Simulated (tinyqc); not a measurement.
Permeation of metal atoms or ions through a thin barrier or dielectric: time lag, field-aided drift and lifetime. Changing the thickness d. Computed by tinyqc, a small Python program. Command: `OMP_NUM_THREADS=1 python tinyqc.py 3009598 3009599 out.jsonl barrier sweep`. One thread of a shared host (Intel(R) Xeon(R) Processor @ 2.30GHz), about 0.02 s of CPU time with the checks.

The film 0 < x < d is empty at first; C = C0 at x = 0 and C = 0 at x = d. dC/dt = D d2C/dx2 - v dC/dx with drift v = D z e V/(k_B T d) (uniform field, no space charge).

Inputs (values chosen for the exercise, for a model case: singly charged ions through a dielectric):

| quantity | value | unit |
|---|---|---|
| prefactor D0 | 4.1e-09 | cm^2/s |
| activation energy E | 0.73 | eV |
| concentration at the source side C0 | 8e+12 | 1/cm^3 |
| charge number z | 1 | - |
| voltage V (positive drives ions across) | -0.17 | V |
| critical dose Q_c | 8e+08 | 1/cm^2 |
| test temperature T | 275 | C |
| use temperature T_u | 100 | C |

Constants: k_B = 8.617333262e-05 eV/K.

Method:
- D = D0 exp(-E/(k_B T)); time scale d^2/D; Peclet number P = z V/(k_B T), k_B T in eV; 1 nm = 1e-7 cm.
- Temperatures in kelvin are T(C) + 273.15.
- Steady flux J = (D C0/d) P/(1 - exp(-P)); time lag in units of d^2/D: s_L = [P (1 + exp(-P))/(1 - exp(-P)) - 2]/P^2 (P = 0: J = D C0/d, s_L = 1/6).
- Dose through the film Q(s) = C0 d {f (s - s_L) - 2 exp(P/2) sum_(n=1..200) (-1)^n n^2 pi^2 exp(-l_n s)/l_n^2}, l_n = n^2 pi^2 + P^2/4, f = P/(1 - exp(-P)) the relative flux.
- Solve Q = Q_c for s. At the use temperature D and P take T_u, with the same C0 and V; 1 year = 3.15576e7 s.

One run for each value:

| thickness d (nm) | failure time at T (s) | time lag (s) | s at the critical dose | steady flux J (1/(cm^2 s)) |
|---|---|---|---|---|
| 14 | 1.738e+06 | 3.423e+02 | 705.9 | 460.5 |
| 22 | 2.731e+06 | 8.454e+02 | 449.3 | 293.0 |
| 33 | 4.097e+06 | 1.902e+03 | 299.6 | 195.4 |
| 51 | 6.333e+06 | 4.543e+03 | 193.9 | 126.4 |
| 78 | 9.690e+06 | 1.063e+04 | 126.8 | 82.7 |
| 120 | 1.492e+07 | 2.515e+04 | 82.5 | 53.7 |
| 180 | 2.239e+07 | 5.659e+04 | 55.0 | 35.8 |
| 280 | 3.488e+07 | 1.369e+05 | 35.4 | 23.0 |
| 430 | 5.368e+07 | 3.230e+05 | 23.1 | 15.0 |

Describe and explain the trends.

Over the rows, failure time at T (s) rises from 1.74e6 to 5.37e7 (exponent d ln y / d ln x about 1.0 throughout); time lag (s) rises from 342 to 323000 (exponent d ln y / d ln x about 2.0 throughout); s at the critical dose falls from 706 to 23.1 (exponent d ln y / d ln x about -1.00 throughout). The exponent of failure time at T stays at 1: steady flow: J scales as 1/d. The exponent of time lag stays at 2: the lag scales as d^2/D, with P independent of d.

Caution (all rows): grain boundaries, pinholes, trapping and space charge are left out; thin real barriers usually fail at defects.
